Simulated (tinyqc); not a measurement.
# Elastic trap-assisted tunnelling through a dielectric, step by step

Program tinyqc, `OMP_NUM_THREADS=1 python tinyqc.py 2370126 2370127 out.jsonl`; Intel Xeon 2.30GHz, shared host, one thread, about 0.04 s. Printed values are rounded.

Emitter at x = 0 (Fermi level 0), collector at x = t (Fermi level -V), band edge U(x) = phi - F x, F = V/t. A trap at x has the energy E = U(x) - Et. With G(u) = (4/(3 F)) sqrt(mo/C) max(u, 0)^1.5, C = hbar^2/(2 m0): S1 = G(phi - E) - G(Et), S2 = G(Et) - G(phi - V - E), T1,2 = exp(-S1,2). The steady rate through one trap is nu T1 T2 (f1 - f2)/(T1 + T2), f1 = f(E), f2 = f(E + V), f(y) = 1/(1 + exp(y/Vt)); both contacts offer states at E.

Parameters, values chosen for the exercise; dielectric values close to those of silicon dioxide: temperature T = 350 K; barrier above the emitter Fermi level phi = 3.04 eV; tunnelling mass mo = 0.52 m0; thickness t = 5.3 nm; trap depth below the band edge of the dielectric Et = 2.74 eV; trap density Nt = 4.1e18 cm^-3; attempt frequency nu = 1e13 1/s; points of the grid n = 9; voltage V = 1.76 V; left end of the grid xa = 1.93 nm; right end of the grid xb = 2.91 nm.

Constants: q = 1.602176634e-19 C, kB = 1.380649e-23 J/K, hbar = 1.054571817e-34 J s, m0 = 9.1093837015e-31 kg, Vt = kB T/q, hbar^2/(2 m0) = 0.0380998212 eV nm^2. Results are converted to the units shown.

Range of the model: Phonon-assisted (inelastic) capture, chains of traps and a spread of trap depths are left out.

## Rate through a trap near the best position

n equally spaced x from xa to xb, where nearly all of the current flows; J = q Nt times the integral of the rate, by Simpson's rule.

```
point   x (nm)     E (eV)       S1       S2   f1 - f2  rate (1/s)
0      1.93000  -0.340906  24.9357  36.6661  0.999988  0.00119150
1      2.05250  -0.381585  26.6050  35.5066  0.999997  0.00379866
2      2.17500  -0.422264  28.2842  34.3327  0.999999   0.0122590
3      2.29750  -0.462943  29.9733  33.1448   1.00000   0.0386862
4      2.42000  -0.503623  31.6722  31.9429   1.00000   0.0760597
5      2.54250  -0.544302  33.3810  30.7272   1.00000   0.0297368
6      2.66500  -0.584981  35.0994  29.4979   1.00000  0.00568751
7      2.78750  -0.625660  36.8275  28.2551   1.00000  0.00101374
8      2.91000  -0.666340  38.5653  26.9990   1.00000  1.78368e-4
```

J = 1.29374e-9 A/cm^2

A converged quadrature gives 1.356e-9 A/cm^2; this grid is 4.6 % below that. The rate peaks at x = 2.42 nm; traps sink below the emitter Fermi level beyond x = 0.903 nm.

## The best-placed trap against direct tunnelling

xs = 2.42 nm

At x = xs: E, S1, S2 and the occupation (T1 f1 + T2 f2)/(T1 + T2). Direct tunnelling at E = 0 has S = (4/(3 F)) sqrt(mo/C) [phi^1.5 - max(phi - V, 0)^1.5].

E = -0.503623 eV
S1 = 31.6722
S2 = 31.9429
occupation = 0.567258
S of direct tunnelling = 57.1424

The harder of the two steps has S = 31.9, 55.9 % of the direct exponent: the trap splits one long tunnelling path into two short ones.
